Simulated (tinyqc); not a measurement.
Worked calculation: coherent transport through a tight-binding region between two chains. One step of it, computed by the program tinyqc.

Question. Transmission at E = 0.02 eV. Surface Green function g = (E - i sqrt(4 t^2 - E^2)) / (2 t^2); self-energy tc^2 g on each contact site; G = (E - H - Sigma)^(-1); Gamma = -2 Im Sigma; T = Gamma_L Gamma_R |G_LR|^2; local density of states -Im G_ii / pi.

H of the central region (eV):
```
           1          2          3          4          5
1   0.000000  -1.880000   0.000000   0.000000   0.000000
2  -1.880000   0.000000  -1.530000   0.000000   0.000000
3   0.000000  -1.530000   0.000000  -1.530000   0.000000
4   0.000000   0.000000  -1.530000   0.000000  -1.530000
5   0.000000   0.000000   0.000000  -1.530000   0.000000
```

Leads: semi-infinite chains with site energy 0:
```
parameter                           value
lead hopping t (eV)              2.550000
coupling to the left lead (eV)   1.460000
coupling to the right lead (eV)  0.700000
left contact site                       1
right contact site                      5
```

E = 0.020000 eV

Give: g; G; local density of states; transmission.

Answer.

g = 0.002-0.392i 1/eV

G (1/eV):
```
               1              2              3              4
1   0.059-0.884i   0.138-0.018i  -0.074+1.086i  -0.137+0.004i
2   0.138-0.018i  -0.009-0.061i   0.484+0.023i   0.003+0.061i
3  -0.074+1.086i   0.484+0.023i   0.085-1.335i   0.169-0.006i
4  -0.137+0.004i   0.003+0.061i   0.169-0.006i  -0.005-0.061i
5   0.076-1.086i  -0.484-0.024i  -0.087+1.335i   0.485+0.007i

               5
1   0.076-1.086i
2  -0.484-0.024i
3  -0.087+1.335i
4   0.485+0.007i
5   0.081-1.335i
```

local density of states (1/eV): 0.281  0.020  0.425  0.019  0.425

transmission = 0.762
